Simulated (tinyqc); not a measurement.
Worked calculation: G0W0 on RHF in the sto-6g basis, for H2, spin multiplicity 1. One step of it, computed by the program tinyqc.

Task: Screening: direct RPA. With D = e_a - e_i and K = (ia|jb): diagonalise D^(1/2) (D + 4K) D^(1/2) = Z w^2 Z^T; X + Y = D^(1/2) Z w^(-1/2), each column of Z with its largest component positive (the first on a tie); E_c = (sum w - tr (D + 2K)) / 2.

orbital energies (hartree): MO1 -0.472287, MO2 0.419360

Two-electron integrals over orbitals (pq|rs), unique and non-zero (hartree):
```
(11|11) 0.617566   (21|21) 0.200379   (22|11) 0.614582   (22|22) 0.645348
```

Give: D^(1/2) (D + 4K) D^(1/2); excitation energies w; X + Y; RPA correlation energy.

Result:

D^(1/2) (D + 4K) D^(1/2) (hartree^2):
```
        1>2
1>2  1.5097
```

excitation energies w (hartree): 1.2287

X + Y:
```
          1
1>2  0.8519
```

RPA correlation energy = -0.031853 hartree
